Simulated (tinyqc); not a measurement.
Doping and voltage from widths and field.

Question. In the depletion approximation an abrupt p-n junction has a triangular field: peak E = q Nd xn/(eps0 eps_r) = q Na xp/(eps0 eps_r), W = xn + xp, and Vbi - V = E W/2. Find Nd, Na and Vbi - V.

Values chosen for this exercise: relative permittivity eps_r = 11.7.

Constants: q = 1.602176634e-19 C, eps0 = 8.8541878128e-14 F/cm where lengths are in cm. Results are converted to the units shown.

W = 611.81870 nm
peak field = 22.709616 kV/cm
xn = 367.09122 nm

Answer. Gauss's law on each side gives its doping from the peak field and its width; the voltage is the area of the triangle.

Nd = 4.00e15 cm^-3
Na = 6.00e15 cm^-3
Vbi - V = 0.695 V

Program tinyqc, `OMP_NUM_THREADS=1 python tinyqc.py 2000076 2000077 out.jsonl`; Intel Xeon 2.30GHz, shared host, one thread, about 0.01 s.
